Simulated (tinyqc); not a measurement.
Inside a calculation. Model: nudged elastic band on a two-dimensional model surface. Computed by tinyqc, a small Python program that keeps every step. Command: `OMP_NUM_THREADS=1 python tinyqc.py 3031757 3031758 out.jsonl neb walk`. One thread of a shared host (Intel(R) Xeon(R) Processor @ 2.30GHz), about 0.4 s of CPU time with the checks. Intermediate numbers are printed to about 6 digits and carried at full precision; extremes and crossings named in words are read from the listed rows.

V(x, y) = h u^2 + t x + (kappa/2)(y + c u)^2 with u = x^2/w^2 - 1; the path runs from the minimum near (-w, 0) to that near (w, 0).

Inputs (values chosen for the exercise, for a model surface): height h = 1.2 eV; half width w = 0.92 angstrom; transverse stiffness kappa = 5.2 eV/angstrom^2; curvature c = 0.62 angstrom; tilt t = 0.03 eV/angstrom; movable images n = 6; spring constant k_s = 2.1 eV/angstrom^2; step factor eta = 0.027 angstrom^2/eV; iteration cap = 600.

Surface: curved double well. Climbing image: on.

## Stationary points

Newton steps x(new) = x - H^-1 grad V (moves limited to 0.3 angstrom) from (-w, 0), (w, 0) and (0, c) give the two minima and the saddle.

positions (angstrom), rows start, end, saddle, columns x, y:
$$\begin{pmatrix}
-0.922634 & -0.003555 \\
0.917344 & 0.003575 \\
0.005290 & 0.619979
\end{pmatrix}$$

energies (eV): start -0.02764, end 0.02756, saddle 1.20008

barrier from the start = 1.22772 eV

## Straight-line start

Images are spaced evenly on the line between the minima.

images at the start (angstrom), rows image 1, image 2, image 3, image 4, image 5, image 6, columns x, y:
$$\begin{pmatrix}
-0.659780 & -0.002536 \\
-0.396926 & -0.001518 \\
-0.134072 & -0.000499 \\
0.128782 & 0.000520 \\
0.391636 & 0.001538 \\
0.654490 & 0.002557
\end{pmatrix}$$

energies above the start (eV): [0.53068, 1.47655, 2.13220, 2.14395, 1.50987, 0.57976]

The highest image lies +0.9162 eV from the true barrier.

## Iteration 1

Tangent at image i: towards the higher neighbour if the energies rise or fall through i; at a maximum or minimum, tau = t+ dmax + t- dmin if V(i+1) > V(i-1), else t+ dmin + t- dmax, with t+ = R(i+1) - R(i), t- = R(i) - R(i-1) and dmax, dmin the larger and smaller of |V(i+1) - V(i)| and |V(i-1) - V(i)|; then normalise. Force F = -grad V + (grad V.tau) tau + k_s (|t+| - |t-|) tau. With a climbing image, the highest image feels instead F = -grad V + 2 (grad V.tau) tau and no spring. Update R(new) = R + eta F; the end points stay fixed.

unit tangents, rows image 1, image 2, image 3, image 4, image 5, image 6, columns x, y:
$$\begin{pmatrix}
0.999992 & 0.003875 \\
0.999992 & 0.003875 \\
0.999992 & 0.003875 \\
0.999992 & 0.003875 \\
0.999992 & 0.003875 \\
0.999992 & 0.003875
\end{pmatrix}$$

forces (eV/angstrom), rows image 1, image 2, image 3, image 4, image 5, image 6, columns x, y:
$$\begin{pmatrix}
-0.00617 & 1.59211 \\
-0.01025 & 2.64488 \\
-0.01226 & 3.16348 \\
-1.30630 & 3.14810 \\
-0.01015 & 2.61895 \\
-0.00607 & 1.56618
\end{pmatrix}$$

images after iteration 1 (angstrom), rows image 1, image 2, image 3, image 4, image 5, image 6, columns x, y:
$$\begin{pmatrix}
-0.659946 & 0.040451 \\
-0.397203 & 0.069894 \\
-0.134403 & 0.084915 \\
0.093512 & 0.085518 \\
0.391362 & 0.072250 \\
0.654326 & 0.044844
\end{pmatrix}$$

## Iteration 2

The formulas are those given above.

unit tangents, rows image 1, image 2, image 3, image 4, image 5, image 6, columns x, y:
$$\begin{pmatrix}
0.993780 & 0.111364 \\
0.998371 & 0.057064 \\
0.999996 & 0.002646 \\
0.999998 & -0.002022 \\
0.999009 & -0.044503 \\
0.994613 & -0.103658
\end{pmatrix}$$

forces (eV/angstrom), rows image 1, image 2, image 3, image 4, image 5, image 6, columns x, y:
$$\begin{pmatrix}
-0.19316 & 1.68677 \\
-0.14151 & 2.43313 \\
-0.08135 & 2.71689 \\
-0.85992 & 2.74950 \\
0.03599 & 2.40078 \\
0.17746 & 1.66534
\end{pmatrix}$$

images after iteration 2 (angstrom), rows image 1, image 2, image 3, image 4, image 5, image 6, columns x, y:
$$\begin{pmatrix}
-0.665162 & 0.085994 \\
-0.401023 & 0.135588 \\
-0.136599 & 0.158271 \\
0.070294 & 0.159755 \\
0.392333 & 0.137071 \\
0.659117 & 0.089808
\end{pmatrix}$$

## All iterations

Start on the straight line; stop when the largest force is below 1e-4 or above 1e6 eV/angstrom.

Course of the band:
```
iteration  highest image (eV)  largest force (eV/angstrom)
1                     2.14395                  3.40836e+00
2                     1.93083                  2.88083e+00
3                     1.75790                  2.45177e+00
4                     1.62413                  2.09471e+00
5                     1.52280                  1.79362e+00
6                     1.44680                  1.53781e+00
7                     1.39011                  1.31953e+00
8                     1.34795                  1.13282e+00
9                     1.31668                  9.72843e-01
...                       ...                          ...
219                   1.22772                  1.30730e-04
220                   1.22772                  1.26340e-04
221                   1.22772                  1.22098e-04
222                   1.22772                  1.17998e-04
223                   1.22772                  1.14035e-04
224                   1.22772                  1.10206e-04
225                   1.22772                  1.06505e-04
226                   1.22772                  1.02928e-04
227                   1.22772                  9.94718e-05
```

Band at the end:
```
image  x (angstrom)  y (angstrom)   E (eV)
0         -0.922634     -0.003555  0.00000
1         -0.791249      0.268534  0.11506
2         -0.578564      0.483103  0.47931
3         -0.294951      0.587077  0.98725
4          0.005290      0.619979  1.22772
5          0.393394      0.557462  0.84745
6          0.725067      0.346450  0.25400
7          0.917344      0.003575  0.05520
```

energy of the highest image = 1.22772 eV

iterations = 227

largest force at the end = 9.94718e-05 eV/angstrom

Converged in 227 iterations. The climbing image sits on the saddle, so its energy is the barrier.

## Plain band against climbing image

Images are counted without the end points, and convergence is judged on the largest force on an image. Each run starts on the straight line with the same k_s and eta, for at most 1500 iterations; errors are against the Newton saddle; a dash marks a run that did not reach 1e-4 eV/angstrom.

Error of the highest image (meV) and iterations:
```
images  plain, error  plain, iterations  climbing, error  climbing, iterations
2           -351.647                 67                0                    87
3             -0.311                115                0                    75
4           -139.271                114                0                   145
5             -0.305                172                0                   125
6            -71.409                184                0                   227
8            -42.511                261                0                   317
10           -27.749                347                0                   421
```

The plain band underestimates the barrier by 0.30 to 351.65 meV, depending on how near an image falls to the saddle (worst for 2 images, best for 5). The climbing image is within about 0.001 meV in every converged run, so few images suffice for the barrier.

Checks made by the program: climbing image against the Newton saddle (relative difference below 1e-10).
